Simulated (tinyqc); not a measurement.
Choice of the surrounding dielectric: dielectric confinement in a thin film (image charges).

A film |z| < t/2 of dielectric constant eps between half-spaces of dielectric constant e2; lam = (eps - e2)/(eps + e2), q = e^2/(4 pi eps0). The self-energy of a band edge is taken with the high-frequency value, e2 = eh, and the field of a fixed ion with the static one, e2 = eo. A charge at z has images lam^|n| at n t + (-1)^n z. Its self-energy is S(z) = (q/2 eps) sum over n >= 1 of lam^n [1/(n t - 2z) + 1/(n t + 2z)] for odd n and 2 lam^n/(n t) for even n; at the centre S(0) = -(q/(eps t)) ln(1 - lam).

Donor at the centre, lam from the static eo, trial function cos(pi z/t) exp(-rho/l): E(l) = c/(m l^2) - (q/eps) times the integral over k of F(k t) (1 + (k l/2)^2)^(-3/2), with F(x) = F0 + 2 lam exp(-x) G/(1 - lam exp(-x)), F0 = 2[(1 - exp(-x/2))/x + x (1 + exp(-x/2))/(x^2 + 4 pi^2)], G = 2 sinh(x/2)[1/x - x/(x^2 + 4 pi^2)]; c = hbar^2/2m0. The binding energy is -E at the minimum, counted from the subband edge with its self-energy.

Constants: e^2/(4 pi eps0) = 14.39964547 eV angstrom; hbar^2/2m0 = 3.80998211 eV angstrom^2; Ry = 13.60569312 eV.

Values chosen for the exercise (out of a larger set: near those of a Ge film between layers of Al2O3; not measured data): t = 76 angstrom (film thickness); eps = 16.2 (dielectric constant of the film); m = 0.145 m0 (mass in the plane).

The same film between different dielectrics; in this table one value e2 serves for both eo and eh.

Cases:

| case |
|---|
| e2 = 1 |
| e2 = 2.5 |
| e2 = 3.9 |
| e2 = 7.5 |
| e2 = 16 |
| e2 = 25 |
| e2 = 80 |

Rank the cases by binding (meV), lowest first.

Answer: e2 = 80, e2 = 25, e2 = 16, e2 = 7.5, e2 = 3.9, e2 = 2.5, e2 = 1.

Results:

| case | lam | <S> (meV) | binding (meV) | l (angstrom) |
|---|---|---|---|---|
| e2 = 1 | 0.884 | 27.5 | 62.7 | 43.8 |
| e2 = 2.5 | 0.733 | 17.3 | 43.9 | 44.9 |
| e2 = 3.9 | 0.612 | 12.7 | 35.7 | 45.9 |
| e2 = 7.5 | 0.367 | 6.3 | 25.2 | 47.8 |
| e2 = 16 | 0.006 | 0.1 | 16.0 | 50.9 |
| e2 = 25 | -0.214 | -2.8 | 12.2 | 53.1 |
| e2 = 80 | -0.663 | -7.7 | 6.4 | 58.5 |

The binding spans a factor 9.9, from 63 meV in vacuum to 6.4 meV for e2 = 80; going from 3.9 to 25 changes it by -23.6 meV and the band edge by -15.5 meV, so the binding responds 1.52 times as much as the edge (for an orbit much smaller than t the binding would change by twice the change of S(0), -26.7 meV; here l/t = 0.60 for e2 = 3.9).

Computed by tinyqc, a small Python program: `OMP_NUM_THREADS=1 python tinyqc.py 1282015 1282016 out.jsonl` (the numbers bound the seed that draws the inputs); one thread of a shared host (Intel(R) Xeon(R) Processor @ 2.30GHz), about 0.03 s for the whole set of steps.
